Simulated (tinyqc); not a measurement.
Rayleigh-quotient iteration on a symmetric matrix, step by step. One step of it, computed by the program tinyqc.

Problem. Step 3. solve (A - shift) w = v; v' = w/|w| with its largest component positive (the first on a tie); lambda = v'^T A v'; the next shift is lambda.

A:
```
[[1.871000, -0.222000, -0.395000, 0.252000],
 [-0.222000, 4.095000, -1.285000, -0.005000],
 [-0.395000, -1.285000, 5.270000, -0.884000],
 [0.252000, -0.005000, -0.884000, 5.292000]]
```

vector after step 2: [0.990884, -0.023091, -0.000632, -0.132724]

Rayleigh quotient after step 2 = 1.876604

Give: vector after step 3; Rayleigh quotient after step 3.

Solution.

vector after step 3: [0.961, 0.204, 0.185, -0.018]

Rayleigh quotient after step 3 = 1.754
